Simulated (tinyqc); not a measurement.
Solid solubility of a dopant against its melt (retrograde solidus), clustering and the electrically active fraction. From resistivity back to cluster scale N* at 1273 K. Computed by tinyqc, a small Python program. Command: `OMP_NUM_THREADS=1 python tinyqc.py 3014703 3014704 out.jsonl retro inv`. One thread of a shared host (Intel(R) Xeon(R) Processor @ 2.30GHz), about 0.01 s of CPU time with the checks.

Inputs (values chosen for the exercise):
```
quantity                                       value            unit
total dopant density N_t                     3.2e+20          1/cm^3
atoms per cluster m                                3               -
activation energy E_b of the cluster scale       0.4              eV
anneal temperature T_a                          1375               K
prefactor of n_i                            3.95e+16  1/(cm^3 K^1.5)
energy E_i in n_i                              0.608              eV
mobility mu                                       45      cm^2/(V s)
```

Clustering: clusters that take up free electrons.

Constants: k_B = 8.617333262e-05 eV/K; e = 1.602176634e-19 C.

Method. A highly soluble donor (another dopant than that of the solidus) is limited by clustering. Donors N_a are active, and clusters hold m atoms each: N_t = N_a + m C, m C = N* (N_a/N*)^m (n/N*)^m, each atom taking one electron, n = N_a/2 + sqrt(N_a^2/4 + n_i^2), n_i = prefactor x T^1.5 exp(-E_i/(k_B T)), with N*(T) = N*(1273 K) exp[-(E_b/k_B)(1/T - 1/1273)]. Resistivity = 1/(e mu N_a).

Task: A run gave the result below. Find the cluster scale N* at 1273 K, known to lie between 1.8e+20 and 4.6e+20 1/cm^3.

resistivity = 0.5265521 milliohm cm

Result:

Each step takes the trial c = (a f_b - b f_a)/(f_b - f_a), f being the result less the target and a, b, c the logarithms of the listed values; c replaces end b, the old b replaces a if the sign of f changed, and otherwise f_a is halved.

Scan of the range:
```
cluster scale N* at 1273 K (1/cm^3)  resistivity (milliohm cm)
1.80e+20                                              0.666764
2.10e+20                                              0.606501
2.46e+20                                              0.555261
2.88e+20                                              0.514476
3.36e+20                                              0.484187
3.93e+20                                              0.462558
4.60e+20                                              0.448842
```

False position (Illinois rule, in the logarithm of the input) inside the bracket:
```
step        end a        end b        trial  resistivity (milliohm cm)
1     2.46000e+20  2.88000e+20  2.74867e+20                   0.525503
2     2.46000e+20  2.74867e+20  2.72798e+20                   0.527371
3     2.74867e+20  2.72798e+20  2.73703e+20                   0.526549
4     2.72798e+20  2.73703e+20  2.73700e+20                   0.526552
5     2.72798e+20  2.73700e+20  2.73700e+20                   0.526552
6     2.73700e+20  2.73700e+20  2.73700e+20                   0.526552
```

Resistivity falls at every point of a 13-point scan of the range (every second point is shown), so one value fits; it is bracketed by 2.46e20 and 2.88e20. Answer: cluster scale N* at 1273 K = 2.737e20 1/cm^3.

Caution: this clustering law is a generic form; degeneracy and a doping-dependent mobility are left out.
